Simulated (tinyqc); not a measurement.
Frenkel-Kontorova chain: a misfit dislocation (kink) in a monolayer on a periodic substrate: one step, computed by the program tinyqc. Command: `OMP_NUM_THREADS=1 python tinyqc.py 3012665 3012666 out.jsonl fkchain walk`. One thread of a shared host (Intel(R) Xeon(R) Processor @ 2.30GHz), about 0.02 s of CPU time with the checks.

E = sum_j [(k/2)(x_(j+1) - x_j - b)^2 + (W/2)(1 - cos(2 pi x_j/a))], x_j = a (j + u_j). A kink takes u from 0 to 1: the chain is stretched by one period and has one atom fewer than wells.

Question. Start between two atoms. Discrete chain at f = 0, ends held at u = 0 and 1: E = (k a^2/2) sum (u_(j+1) - u_j)^2 + (W/2) sum (1 - cos 2 pi u_j), gradient g_j = k a^2 (2 u_j - u_(j-1) - u_(j+1)) + pi W sin(2 pi u_j), Hessian 2 k a^2 + 2 pi^2 W cos(2 pi u_j) on the diagonal and -k a^2 beside it. Free atoms j = -n..n-1 start from the continuum shape centred half-way, at j + 1/2.

Inputs (values chosen for the exercise, for a model overlayer):
```
quantity,value,unit
spring constant k,10.7,eV/angstrom^2
substrate period a,3.18,angstrom
corrugation W,7.47,eV
atoms on each side n,8,-
```

kink width l0 = 2.691186

Give: u at the start; E at the start; gradient.

Answer.

u at the start: [0.0001, 0.0003, 0.0010, 0.0033, 0.0107, 0.0344, 0.1094, 0.3239, 0.6761, 0.8906, 0.9656, 0.9893, 0.9967, 0.9990, 0.9997, 0.9999]

E at the start = 25.07 eV

gradient (eV): [0.002, -0.006, -0.018, -0.058, -0.185, -0.536, -0.196, 6.091, -6.091, 0.196, 0.536, 0.185, 0.058, 0.018, 0.006, -0.002]

Caution: a corrugation above 1 eV is larger than real overlayers usually show; it is chosen to keep the kink narrow. Caution: for l0 below about 3 the kink spans few atoms, and the continuum kink energy is off by about 2 per cent or more.
